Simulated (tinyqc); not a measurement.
Tersoff bond-order potential: one step, computed by the program tinyqc.

E = (1/2) sum_(i, j != i) [A exp(-lambda r_ij) - b_ij B exp(-mu r_ij)], b_ij = (1 + (beta zeta_ij)^n)^(-1/(2n)), zeta_ij = sum_(k != i, j) g(theta_ijk), g = 1 + c^2/d^2 - c^2/(d^2 + (h - cos theta)^2), with theta at atom i. Only nearest neighbours count (cut-off function 1 for them, 0 beyond).

Problem. The diamond lattice. zeta = 3 g(cos theta = -1/3). With z equal bonds of order b, r = ln(lambda A/(mu b B))/(lambda - mu) and E per atom = -(z/2) b B exp(-mu r)(1 - mu/lambda). a0 = 4 r/sqrt3; B0 = phi''(r)/(3 a0) with phi'' = mu (lambda - mu) b B exp(-mu r), since b does not change under uniform scaling.

Inputs (values chosen for the exercise, modelled on germanium):
```
quantity     value        unit
A           1780.8          eV
B           416.06          eV
lambda      2.4451  1/angstrom
mu          1.7047  1/angstrom
beta      9.33e-07           -
n           0.7589           -
c           105700           -
d            15.74           -
h          -0.4276           -
```

Constants: 1 eV/angstrom^3 = 160.2176634 GPa.

Give: zeta; bond order b; bond length; energy per atom of the diamond lattice; lattice constant a0; bulk modulus B0.

Solution.

zeta = 4855

bond order b = 0.9892

bond length = 2.466 angstrom

energy per atom of the diamond lattice = -3.726 eV

lattice constant a0 = 5.694 angstrom

bulk modulus B0 = 72.83 GPa
